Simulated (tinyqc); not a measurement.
Lossy package transmission line with skin effect: one step of the calculation.

A uniform line in a homogeneous dielectric: c = sqrt(er)/(c0 Z0), l = Z0 sqrt(er)/c0 (c0 = 299792458 m/s), g = w c td, w = 2 pi f. The resistance joins its limits as r = sqrt(r_dc^2 + r_hf^2), with r_dc = rho/(wd th), r_hf = kr rho/(2 delta (wd + th)), delta = sqrt(rho/(pi f mu0)), mu0 = 4 pi 1e-7 H/m; this is an interpolation, and internal inductance, up to 0.05 nH/mm at low frequency, is neglected.

Task. Propagation constant and impedance. gamma = sqrt((r + i w l)(g + i w c)) = alpha + i beta, Zc = sqrt((r + i w l)/(g + i w c)), roots with positive real part; loss 8.685889638 alpha in dB; phase velocity w/beta.

Inputs (values chosen for the exercise): length len = 2.4 mm; frequency f = 1.1 GHz.

r = 0.11129472 ohm/mm
l = 0.37442477 nH/mm
c = 104.00688 pF/m
g = 0.014376879 S/m

Find: gamma len; Zc; loss; phase velocity over c0; r/(w l).

Result.

gamma len = 0.00326+0.10352i
Zc = 60.018-0.690i ohm
loss = 0.011801 dB/mm
phase velocity over c0 = 0.53449
r/(w l) = 0.043007

Program tinyqc, `OMP_NUM_THREADS=1 python tinyqc.py 2810133 2810134 out.jsonl`; Intel Xeon 2.30GHz, shared host, one thread, about 0.01 s.
